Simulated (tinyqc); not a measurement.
Short-channel transistor, virtual-source model with series resistance: course of the iteration: current through the series resistance.

The current per gate width is the charge at the top of the source barrier (the virtual source) times its velocity times a saturation function; al and be are fitting constants of the model. Units: I in uA/um, Rs in ohm um, so I Rs = 1e-6 I Rs in volts; Q in uC/cm^2, so I = 1e-4 Q vx0 Fsat with vx0 in cm/s.

Intrinsic voltages Vg' = Vgs - I Rs, Vd' = Vds - 2 I Rs. n = n0 + nd Vd', VT = VT0 - dl Vd', Ff = 1/(1 + exp((Vg' - VT + al Vt/2)/(al Vt))), Q = Cinv n Vt ln(1 + exp((Vg' - VT + al Vt Ff)/(n Vt))), Vdsat = (vx0 L/mu)(1 - Ff) + Vt Ff, Fsat = u/(1 + u^be)^(1/be) with u = Vd'/Vdsat, and I(out) = Q vx0 Fsat per width. (Fsat takes the sign of u.) I(new) = I(out).

Stop when I changes by less than 1e-7 uA/um, or after 80 iterations.

Values chosen for this exercise: temperature T = 250 K; inversion capacitance Cinv = 2.65 uF/cm^2; velocity at the virtual source vx0 = 8.07e6 cm/s; apparent mobility mu = 1100 cm^2/(V s); channel length L = 45 nm; threshold at zero drain voltage VT0 = 0.48 V; drain-induced barrier lowering dl = 0.034 V/V; subthreshold factor n0 = 1.5; growth of n with drain voltage nd = 0.2 1/V; threshold shift (in units of Vt) from weak to strong inversion al = 3.5; sharpness of saturation be = 1.8; series resistance of each contact Rs = 90 ohm um; gate voltage Vgs = 0.75 V; drain voltage Vds = 0.38 V.

Constants: q = 1.602176634e-19 C, kB = 1.380649e-23 J/K, Vt = kB T/q. Results are converted to the units shown.

I at the start = 0 uA/um

Course of the iteration:

| iteration | I (uA/um) | \|change\| (uA/um) |
|---|---|---|
| 1 | 603.242 | 603 |
| 2 | 480.050 | 123 |
| 3 | 505.160 | 25.1 |
| 4 | 500.040 | 5.12 |
| 5 | 501.084 | 1.04 |
| 6 | 500.871 | 0.213 |
| 7 | 500.915 | 0.0434 |
| 8 | 500.906 | 8.85e-3 |
| 9 | 500.908 | 1.80e-3 |
| 10 | 500.907 | 3.68e-4 |
| 11 | 500.907 | 7.50e-5 |
| 12 | 500.907 | 1.53e-5 |
| 13 | 500.907 | 3.12e-6 |
| 14 | 500.907 | 6.36e-7 |
| 15 | 500.907 | 1.30e-7 |
| 16 | 500.907 | 2.64e-8 |

Did this iteration meet its convergence test, and what does its course show?

Yes. Converged in 16 iterations. At the end each change is about 0.20 times the one before, with alternating sign: linear convergence.

Program tinyqc, `OMP_NUM_THREADS=1 python tinyqc.py 2380164 2380165 out.jsonl`; Intel Xeon 2.30GHz, shared host, one thread, about 0.01 s.
